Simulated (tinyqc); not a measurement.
## A spin-degenerate level with charging energy between two leads, rate equations: current against bias

States 0, up, down and 2 with energies 0, e1 - Ez/2, e1 + Ez/2 and 2 e1 + U. mu_L = +V/2, mu_R = -V/2 (meV), f(x) = 1/(1 + exp(x/kB T)). A transition that adds one electron of given spin at the energy E has the rate G f(E - mu) from each lead, and its reverse G [1 - f(E - mu)]. I counts electrons leaving the left lead, times q.

Transition energies: 0-up e1 - Ez/2, 0-down e1 + Ez/2, up-2 e1 + U + Ez/2, down-2 e1 + U - Ez/2. dp/dt = W p; W_ji is the rate from state i to j, and each column sums to zero. Steady state: W p = 0 with sum p = 1. I = q GL sum over transitions i-j of [fL p_i - (1 - fL) p_j].

Inputs (values chosen for the exercise):

| symbol | value | unit | meaning |
|---|---|---|---|
| U | 3.3 | meV | charging energy of the second electron |
| e1 | -1.64 | meV | level |
| GL | 5 | 1/ns | tunnel rate to the left lead |
| GR | 0.092 | 1/ns | tunnel rate to the right lead |
| T | 1.3 | K | temperature |
| Ez | 0.69 | meV | Zeeman splitting |

Constants: q = 1.602176634e-19 C, kB = 1.380649e-23 J/K, Vt = kB T/q. Results are converted to the units shown.

Current against bias:
```
V (mV)     I (pA)  I (GL + GR)/(q GL GR)  mean number  p(up) - p(down)
0.33    4.4212e-6              3.0546e-7       1.0000            0.996
0.76    3.1767e-5              2.1948e-6       1.0000            0.996
1.19    2.1666e-4              1.4969e-5       1.0000            0.996
1.62    0.0014725              1.0174e-4       1.0000            0.996
2.06     0.010298              7.1147e-4       1.0002            0.996
2.49     0.064518              0.0044576       1.0011            0.995
2.92      0.38242               0.026422       1.0075            0.988
3.35       2.3198                0.16028       1.0488            0.943
3.78       10.944                0.75614       1.2561            0.723
4.21       23.703                 1.6377       1.6843            0.281
4.64       28.090                 1.9407       1.9092           0.0546
5.08       28.826                 1.9916       1.9558          8.05e-3
5.51       28.930                 1.9988       1.9627          1.19e-3
```

The scaled current rises from 3.05e-7 to 2.00. A transition enters the bias window when V = 2 |E|: at 2.59, 2.63, 3.97, 4.01 mV, each step a few kB T = 0.112 meV wide. With all four transitions inside, the scaled current tends to 2 and the mean number to 2 GL/(GL + GR) = 1.96; the last row has 2.00 and 1.96.

Range of the model: Rate equations need hbar G well below kB T; cotunnelling and the Kondo effect are left out.

Program tinyqc, `OMP_NUM_THREADS=1 python tinyqc.py 2780111 2780112 out.jsonl`; Intel Xeon 2.30GHz, shared host, one thread, about 0.01 s.
